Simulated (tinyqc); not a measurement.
As the film thickens, and with more bath resistance: electroplating on a thin resistive seed layer: kinetics, Wagner number and the terminal effect across a wafer. Computed by tinyqc, a small Python program. Command: `OMP_NUM_THREADS=1 python tinyqc.py 3121265 3121266 out.jsonl terminal walk`. One thread of a shared host (Intel(R) Xeon(R) Processor @ 2.30GHz), about 0.02 s of CPU time with the checks.

Current enters the seed at the rim. The bath is treated as a local resistance per area (no lateral flow in the liquid), two electrons per ion, molar volume 7.11 cm^3/mol, Faraday constant F = e N_A, kinematic viscosity 0.01 cm^2/s, omega = 2 pi x rpm/60; k_B T/e is in volts.

Inputs (values chosen for the exercise, of the order of those for copper plating from an acid sulfate bath): wafer radius R = 10 cm; seed thickness t = 68 nm; seed resistivity = 20 microohm cm; bath conductivity kappa = 0.069 S/cm; gap to the anode h = 7.1 cm; extra resistance of a porous plate = 0 ohm cm^2; exchange current density i_0 = 0.021 mA/cm^2; cathodic transfer coefficient alpha = 0.85; mean current density = 12 mA/cm^2; diffusivity of the metal ion = 5.3e-06 cm^2/s; metal ion concentration = 0.2 mol/L; rotation rate = 200 rpm; temperature T = 298 K.

Constants: e = 1.602176634e-19 C; N_A = 6.02214076e+23 1/mol; k_B = 8.617333262e-05 eV/K.

Method:
- Growth rate = i V_m/(2 F). Levich limit i_L = 0.62 x 2 F D^(2/3) omega^(1/2) nu^(-1/6) c. Tafel overpotential eta = (k_B T/(alpha e)) ln(i/i_0); kinetic resistance k_B T/(alpha e i); bath resistance h/kappa + plate; R_s = resistivity/t; Wagner number = kinetic resistance x kappa/R.
- Full model: seed potential phi(r) with (1/r)(r phi')' = R_s i, where i solves phi = R_b i + (k_B T/(alpha e)) ln(i/i_0) (phi being the driving voltage left at r); phi'(0) = 0 and phi'(R) = R_s i_mean R/2. Solved by collocation to a tolerance of 1e-7.
- The film is taken as uniform, with the seed resistivity; the last column adds 100 ohm cm^2 to R_b. Extra power of that plate = i^2 x 100 ohm cm^2 x area.

sheet resistance R_s = 2.94118 ohm/square

bath resistance R_b = 102.899 ohm cm^2

Edge over centre:
```
thickness (nm)  R_s (ohm/square)  as given  with 100 ohm cm^2 more
68                        2.9412    1.8280                  1.3912
102                       1.9608    1.5217                  1.2532
136                       1.4706    1.3803                  1.1871
204                       0.9804    1.2463                  1.1229
340                       0.5882    1.1444                  1.0729
680                       0.2941    1.0710                  1.0361
1360                      0.1471    1.0352                  1.0180
```

extra power = 4.5239 W

What follows from these numbers?

The ratio falls below 1.1 from 680 nm on as given, and from 340 nm on with the added resistance: what counts is R_s R^2 against the sum of kinetic and bath resistance.
